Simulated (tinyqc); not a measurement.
## The weight eta from points of equal mobility

Inverse problem. If the mobility depends on E = q (Ndep + eta Ns)/(eps0 eps_r) alone, two points of equal mobility on its falling branch have equal E. Find eta and E.

Inputs (values chosen for the exercise):
```
symbol  value  unit                                     meaning
eps_r    11.7        relative permittivity of the semiconductor
```

Constants: q = 1.602176634e-19 C, eps0 = 8.8541878128e-14 F/cm where lengths are in cm. Results are converted to the units shown.

Ndep at two body biases (cm^-2): [4.2162163e12, 6.7032052e12]
Ns at which the mobility is the same (cm^-2): [2.6e13, 1.9278408e13]

Answer. eta is the ratio of the differences of Ndep and Ns.

eta = 0.3700
E = 2.140 MV/cm

Computed by the program tinyqc: `OMP_NUM_THREADS=1 python tinyqc.py 2510107 2510108 out.jsonl`, one thread of a shared Intel Xeon 2.30GHz, about 0.01 s for the whole run.
